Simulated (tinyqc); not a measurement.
Inside a calculation. Method: MP2 on RHF in the 6-31g basis, for H-, spin multiplicity 1. The basis has no diffuse functions, so it cannot describe the extra electron: this is an exercise in the method, not the real anion. Computed by tinyqc, a small Python program that keeps every step (integrals from PySCF). Settings: charge = -1, multiplicity = 1, basis = 6-31g, method = RHF, energy threshold = 1e-10, iteration cap = 78, orthogonalisation = symmetric, start = Wolfsberg-Helmholz matrix, DIIS depth = 6. Command: `OMP_NUM_THREADS=1 python tinyqc.py 28572 28573 out.jsonl` (the two numbers bound the seeds that draw the settings). One thread of a shared host (Intel(R) Xeon(R) Processor @ 2.60GHz), about 0.1 s of CPU time with the checks. The early iterations of the SCF are left out here.

## One-electron integrals

Geometry (angstrom):
```
atom         x         y         z
H     0.000000  0.000000  0.000000
```

Basis 6-31g: exponents (1/bohr^2) and contraction coefficients of normalised primitives:
```
element  l (shell)   exponent  coefficient
H            s (1)  18.731137     0.033495
H            s (1)   2.825394     0.234727
H            s (1)   0.640122     0.813757
H            s (2)   0.161278     1.000000
```

Overlap, kinetic and nuclear-attraction integrals over the contracted functions; the nuclear repulsion is the sum of Za Zb / Rab.

nuclear repulsion = 0 hartree

overlap S:
```
          1H 1s     1H 2s
1H 1s  1.000000  0.658292
1H 2s  0.658292  1.000000
```

kinetic energy T (hartree):
```
          1H 1s     1H 2s
1H 1s  1.395678  0.259735
1H 2s  0.259735  0.241917
```

nuclear attraction V (hartree):
```
           1H 1s      1H 2s
1H 1s  -1.653231  -0.742311
1H 2s  -0.742311  -0.640851
```

core Hamiltonian H = T + V (hartree):
```
           1H 1s      1H 2s
1H 1s  -0.257552  -0.482576
1H 2s  -0.482576  -0.398935
```

## Two-electron integrals

Functions are numbered as in S; the eight-fold symmetry (ij|kl) = (ji|kl) = (kl|ij) leaves the list below.

Two-electron integrals (ij|kl) in chemists' order, unique and non-zero (hartree):
```
(11|11) 1.076566   (21|11) 0.578470   (21|21) 0.329423   (22|11) 0.587396
(22|21) 0.361304   (22|22) 0.453150
```

## Orthogonalisation

S = U s U^T; symmetric (Loewdin) form X = U s^(-1/2) U^T, so that X^T S X = 1.

eigenvalues of S: 0.341708  1.658292

X:
```
           1H 1s      1H 2s
1H 1s   1.243622  -0.467072
1H 2s  -0.467072   1.243622
```

## Iteration 9 (converged): orbitals

converged F (hartree):
```
           1H 1s      1H 2s
1H 1s   0.609643  -0.123666
1H 2s  -0.123666   0.101393
```

Diagonalise F' = X^T F X, C = X C', fill 1 alpha and 1 beta electrons from the bottom; D = 2 C_occ C_occ^T. Each column has its largest component positive (the first on a tie).

F' = X^T F X (hartree):
```
           1          2
1   1.108658  -0.631254
2  -0.631254   0.433477
```

orbital energies (hartree): MO1 0.055212, MO2 1.486923

coefficients C:
```
            MO1        MO2
1H 1s  0.238585   1.306840
1H 2s  0.826681  -1.039880
```

D after iteration 9:
```
          1H 1s     1H 2s
1H 1s  0.113846  0.394468
1H 2s  0.394468  1.366804
```

## Convergence

Stop when the energy changes by less than 1e-10 hartree and every element of the error matrix X^T (F D S - S D F) X is below 3e-06.

Course of the cycle:
```
iteration  E (hartree)     change  largest element of the error matrix
1          -0.40337643          -                             2.20e-01
2          -0.42217033  -1.88e-02                             2.61e-02
3          -0.42244191  -2.72e-04                             2.24e-04
4          -0.42244193  -1.63e-08                             9.86e-05
5          -0.42244193  -2.29e-09                             6.32e-05
6          -0.42244193  -7.32e-10                             4.66e-05
7          -0.42244193  -3.24e-10                             3.69e-05
8          -0.42244193  -5.45e-10                             1.02e-07
9          -0.42244193  -4.00e-15                             3.15e-10
```

PySCF RHF in the same basis = -0.42244193 hartree

Converged in 9 iterations.

## Integrals over molecular orbitals

(pq|rs) = sum C_ip C_jq C_kr C_ls (ij|kl), one index at a time.

one-electron integrals over orbitals h = C^T H C (hartree):
```
           1          2
1  -0.477654  -0.138978
2  -0.138978   0.440356
```

Two-electron integrals over orbitals (pq|rs), unique and non-zero (hartree):
```
(11|11) 0.532867   (21|11) 0.138978   (21|21) 0.136050   (22|11) 0.591309
(22|21) 0.243852   (22|22) 0.778941
```

## Second-order Moller-Plesset energy

Hartree-Fock energy = -0.42244193 hartree

E2 = sum_ijab (ia|jb) [2 (ia|jb) - (ib|ja)] / (e_i + e_j - e_a - e_b) over occupied i, j and virtual a, b; the opposite-spin part is (ia|jb)^2 / denominator, the rest is same-spin, and SCS-MP2 scales them by 6/5 and 1/3.

Terms:
```
i  j  a  b   (ia|jb)   (ib|ja)  denominator       term
1  1  2  2  0.136050  0.136050    -2.863421  -0.006464
```

Pair energies (hartree; pair i-j sums ij and ji):
```
pair  opposite spin  same spin
1-1       -0.006464   0.000000
```

MP2 correlation energy = -0.00646420 hartree

SCS-MP2 correlation energy = -0.00775705 hartree

MP2 total energy = -0.42890614 hartree
